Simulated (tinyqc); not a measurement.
Worked calculation: leakage through a gate insulator: direct, Fowler-Nordheim, trap-assisted and Poole-Frenkel currents. Computed by tinyqc, a small Python program that keeps every step. Command: `OMP_NUM_THREADS=1 python tinyqc.py 3000933 3000934 out.jsonl oxideleak walk`. One thread of a shared host (Intel(R) Xeon(R) Processor @ 2.30GHz), about 0.01 s of CPU time with the checks. Intermediate numbers are printed to about 6 digits and carried at full precision; extremes and crossings named in words are read from the listed rows.

Electrons enter from the cathode Fermi level at x = 0; the conduction band of the insulator lies phi_b - e F x above it, F = V/t. WKB exponents use a parabolic band with mass m.

Inputs (values chosen for the exercise, with an insulator like SiO2):
```
quantity                          value   unit
thickness t                         1.8     nm
barrier phi_b                      2.96     eV
tunnelling mass m                  0.46    m_0
static constant eps_ox             3.98      -
optical constant eps_opt           2.11      -
voltage across the insulator V     0.73      V
trap depth phi_t                    2.4     eV
trap density N_t                2.2e+17  cm^-3
attempt rate nu_0                 7e+12    1/s
activation of capture E_a          0.16     eV
temperature T                       250      K
```

Constants: hbar^2/(2 m_0) = 3.80998212 eV angstrom^2; e = 1.602176634e-19 C; hbar = 1.054571817e-34 J s; k_B = 8.617333262e-05 eV/K; eps_0 = 8.8541878128e-12 F/m.

## Field and tunnelling without traps

For a level a distance phi(x) below the band, the WKB exponent is 2 int kappa dx with kappa = sqrt(m phi/(hbar^2/2m_0)); for a linear barrier from phi_1 down to phi_2 = max(phi_1 - e F d, 0) it is G = (4/3) sqrt(m/(hbar^2/2m_0)) (phi_1^(3/2) - phi_2^(3/2))/(e F). J_tun = e^3 F^2/(16 pi^2 hbar m phi_b) x exp(-G) / [1 - sqrt(phi_2/phi_b)]^2 with the free-electron mass in the cathode (m in m_0), phi_2 = max(phi_b - e V, 0): direct tunnelling for e V < phi_b, Fowler-Nordheim above. Image forces, back-flow and the limit on supply are left out, so J_tun is overstated below about 0.5 V. Equivalent oxide thickness = 3.9 t/eps_ox.

field F = 4.05556 MV/cm

equivalent oxide thickness = 1.76382 nm

WKB exponent G = 20.1340

tunnelling current J_tun = 1.92570 A/cm^2

The barrier is a trapezoid: direct tunnelling.

## One trap at several depths

A trap at depth x lies phi_t below the band. Capture: tunnel at the cathode Fermi level from 0 to x (G_in from phi_1 = phi_b), rate nu_0 exp(-G_in - E_c/k_B T) with E_c = E_a + max(phi_b - phi_t - e F x, 0), the last term being the height of the trap above the cathode Fermi level. Emission: tunnel from the trap level to the anode (G_out from phi_1 = phi_t over t - x), rate nu_0 exp(-G_out - E_a/k_B T). Re-emission to the cathode follows from detailed balance, rate_back = rate_in exp(dE/k_B T) with dE = phi_b - phi_t - e F x. Each trap passes R = rate_in rate_out/(rate_in + rate_back + rate_out) electrons per second; filling from the anode is left out. Depths: t times 0.08, 0.2, 0.32, 0.44, 0.56, 0.68, 0.8 and 0.92, rounded to 0.01 nm.

Rates:
```
x (nm)     G_in    G_out  E_c (eV)  rate in (1/s)  rate back (1/s)  rate out (1/s)      R (1/s)
0.14     1.6658  16.5524  0.663222    5.64510e-02      7.87382e+08     2.69780e+02  1.93418e-08
0.36     4.2507  14.5177  0.574000    2.67736e-01      5.93716e+07     2.06396e+03  9.30706e-06
0.58     6.7949  12.4323  0.484778    1.32251e+00      4.66263e+06     1.66102e+04  4.69459e-03
0.79     9.1850  10.3956  0.399611    6.31390e+00      4.27213e+05     1.27324e+05  1.44968e+00
1.01    11.6478   8.2146  0.310389    3.38335e+01      3.63960e+04     1.12740e+06  3.27745e+01
1.22    13.9589   6.0887  0.225222    1.74806e+02      3.60894e+03     9.44856e+06  1.74737e+02
1.44    16.3375   3.8162  0.160000    3.34468e+02      1.09783e+02     9.16829e+07  3.34466e+02
1.66    18.6719   1.4983  0.160000    3.24002e+01      1.69079e-01     9.30985e+08  3.24002e+01
```

The most effective of these traps sits at 1.44 nm, 80 % of the way; where rate back exceeds rate out, re-emission drains the trap, and elsewhere the slower forward step limits R; here capture limits, and the best depth is where the trap level drops to the cathode Fermi level.

## Trap-assisted current

J_TAT = e N_t int_0^t R dx by the midpoint rule on 400 intervals; the most effective depth is the midpoint with the largest R, rounded to 0.01 nm.

trap-assisted current J_TAT = 4.80265e-07 A/cm^2

most effective depth = 1.38 nm

## Poole-Frenkel bound

Poole-Frenkel emission over the lowered barrier of a charged trap: lowering sqrt(e F/(pi eps_opt eps_0)); J_PF = e N_t^(2/3) nu_0 exp(-(phi_t - lowering)/k_B T), one sheet of traps emitting with supply unlimited (an upper bound).

barrier lowering = 1.05218 eV

Poole-Frenkel bound J_PF = 2.75777e-22 A/cm^2

Caution: the film is too thin for the Poole-Frenkel picture (the lowering is a large part of the whole drop, or the traps are further apart than the film is thick), so J_PF is only nominal.

## Total without and with traps

J = J_tun + J_TAT (the Poole-Frenkel bound is not added); the ratio J/J_tun is the excess that stress-made traps add.

total current J = 1.92570 A/cm^2

J/J_tun = 1.00000

## Against voltage

The formulas are those given above.

Currents:
```
V (V)  F (MV/cm)  J_tun (A/cm^2)  J_TAT (A/cm^2)  best depth (nm)
0.22      1.2222          0.7957     7.35278e-14             0.90
0.44      2.4444          1.1579     5.07602e-11             1.80
0.66      3.6667          1.7005     1.04525e-07             1.53
0.88      4.8889          2.5225     5.61583e-06             1.15
1.10      6.1111          3.7828     5.01680e-05             0.92
1.32      7.3333          5.7414     1.19951e-04             0.85
1.54      8.5556          8.8309     1.75441e-04             0.83
1.76      9.7778         13.7865     2.22278e-04             0.83
1.98     11.0000         21.8869     2.71322e-04             0.82
```

Tunnelling without traps rules in every row. Over the range J_tun grows by 1.4 decades and J_TAT by 9.6. The highest rows may lie beyond breakdown. Below about 0.5 V the formula for J_tun, which has no back-flow, overstates the current.

## Against thickness at fixed field

The formulas are those given above.

Currents:
```
t (nm)    V (V)  J_tun (A/cm^2)  J_TAT (A/cm^2)
1.2     0.48667     2.72031e+03     6.69040e-08
1.6     0.64889     2.01223e+01     4.65236e-07
2.2     0.89222     2.11646e-02     4.64416e-07
3.0     1.21667     4.91221e-06     1.59538e-07
4.0     1.62222     4.46699e-10     2.30958e-09
5.5     2.23056     4.91141e-15     3.16306e-12
7.5     3.04167     1.01039e-18     1.56395e-15
10.0    4.05556     1.01039e-18     1.51758e-17
```

Between the first rows J_tun falls by 5.33 decades per nm. From t = phi_b/(e F) = 7.30 nm it stops changing, since a triangular barrier does not feel the thickness. J_TAT overtakes J_tun between 3 and 4 nm. Below about 0.5 V the formula for J_tun, which has no back-flow, overstates the current.

Checks made by the program: the WKB exponent by quadrature (relative difference below 1e-10); the integral with twice the points (relative difference 5e-05).
